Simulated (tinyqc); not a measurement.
# Inputs raised by 10 %, one at a time

Model: charge control and current of a heterostructure field-effect transistor. Computed by tinyqc, a small Python program. Command: `OMP_NUM_THREADS=1 python tinyqc.py 3024884 3024885 out.jsonl hemt sens`. One thread of a shared host (Intel(R) Xeon(R) Processor @ 2.30GHz), about 0.01 s of CPU time with the checks.

Two subbands in a triangular well; E_F is counted from the conduction band edge of the channel at the interface.

Inputs (values chosen for the exercise, modelled on AlGaAs/GaAs):
```
quantity                                  value        unit
channel mass m                            0.068         m_0
permittivity eps (barrier and channel)     12.9           -
barrier thickness d                          28          nm
Schottky barrier phi_B                     0.92          eV
conduction band offset dE_c                0.19          eV
delta-doping density N_d                6.1e+12      1/cm^2
gate voltage V_G                         -0.076           V
mobility mu                                6800  cm^2/(V s)
saturation velocity v_s                     1.8    1e7 cm/s
gate length L                              1200          nm
source resistance R_S                         0      ohm mm
temperature T                               400           K
mixing                                      0.3           -
iteration cap                               200           -
spacer between delta layer and channel      4.2          nm
```

Charge source: delta doping. Velocity law: smooth.

Constants: e = 1.602176634e-19 C; eps_0 = 8.8541878128e-12 F/m; k_B = 8.617333262e-05 eV/K; hbar = 1.054571817e-34 J s; m_0 = 9.1093837015e-31 kg; k_B = 1.380649e-23 J/K.

Method:
- Threshold V_T = phi_B - dE_c - e N_d (d - spacer)/(eps eps_0) (in volts); C_b = eps eps_0/d.
- Charge control: n_s = C_b (V_G - V_T - E_F/e)/e. Well: mean field F = e n_s/(2 eps eps_0), E_i = (hbar^2/2m)^(1/3) [(3 pi e F/2)(i + 3/4)]^(2/3), i = 0, 1; n_s = D k_B T sum_i ln(1 + exp((E_F - E_i)/k_B T)), D = m/(pi hbar^2), which is solved in closed form for E_F.
- Iteration from n_s = C_b (V_G - V_T)/(2e): E_F from n_s, n_out from the charge control, n_new = n_s + mixing (n_out - n_s), kept above n_s/10; stop when |n_out/n_s - 1| < 1e-9.
- C_g = e dn_s/dV_G = 1/(1/C_b + 1/C_q), 1/C_q = d(E_F/e)/d(e n_s) by a central difference of +/- 0.1 % in n_s; added distance dd = eps eps_0/C_q.
- With V = e n_s/C_g and V_c = v_s L/mu: for v = mu F/(1 + mu F/v_s), V_Dsat = V_c (sqrt(1 + 2V/V_c) - 1) and I/W = C_g v_s (V - V_Dsat); g_m = dI/dV; extrinsic g_m/(1 + g_m R_S); f_T = g_m/(2 pi C_g L).

Runs; columns: (1) input moved; (2) from; (3) to; (4) saturation current I/W (mA/mm); (5) extrinsic g_m (mS/mm); (6) intrinsic f_T (GHz); (7) gate capacitance C_g (microfarad/cm^2):
```
(1)                                         (2)       (3)    (4)    (5)    (6)     (7)
base run                                      -         -  368.9  410.8  15.73  0.3465
channel mass m (m_0)                      0.068    0.0748  373.0  414.0  15.74  0.3490
permittivity eps (barrier and channel)     12.9     14.19  322.7  429.4  15.14  0.3763
Schottky barrier phi_B (eV)                0.92     1.012  332.0  402.0  15.45  0.3451
delta-doping density N_d (1/cm^2)       6.1e+12  6.71e+12  453.4  427.5  16.25  0.3489
mobility mu (cm^2/(V s))                   6800      7480  380.9  419.6  16.06  0.3465
saturation velocity v_s (1e7 cm/s)          1.8      1.98  392.5  441.9  16.91  0.3465
gate length L (nm)                         1200      1320  356.9  401.7  13.98  0.3465
```

Exponents ln(y'/y) / ln(x'/x):
```
input                                   saturation current I/W  extrinsic g_m  intrinsic f_T  gate capacitance C_g
channel mass m                                           0.114          0.082          0.007                 0.075
permittivity eps (barrier and channel)                  -1.403          0.464         -0.401                 0.865
Schottky barrier phi_B                                  -1.106         -0.226         -0.185                -0.041
delta-doping density N_d                                 2.163          0.419          0.345                 0.074
mobility mu                                              0.334          0.223          0.223                 0.000
saturation velocity v_s                                  0.651          0.765          0.765                 0.000
gate length L                                           -0.349         -0.235         -1.235                 0.000
```

Among the inputs moved here: saturation current I/W answers most in size to delta-doping density N_d (exponent +2.163), next to permittivity eps (barrier and channel) (-1.403). Extrinsic g_m answers most in size to saturation velocity v_s (exponent +0.765), next to permittivity eps (barrier and channel) (+0.464). Intrinsic f_T answers most in size to gate length L (exponent -1.235), next to saturation velocity v_s (+0.765). Gate capacitance C_g answers most in size to permittivity eps (barrier and channel) (exponent +0.865), next to channel mass m (+0.075); its exponent is below 0.0005 for mobility mu, saturation velocity v_s, gate length L.

Caution (all rows): E_F lies above the conduction band minimum of the barrier, so electrons would spill into the barrier.

Extremes, crossings and ranges named in words are read from the listed rows.
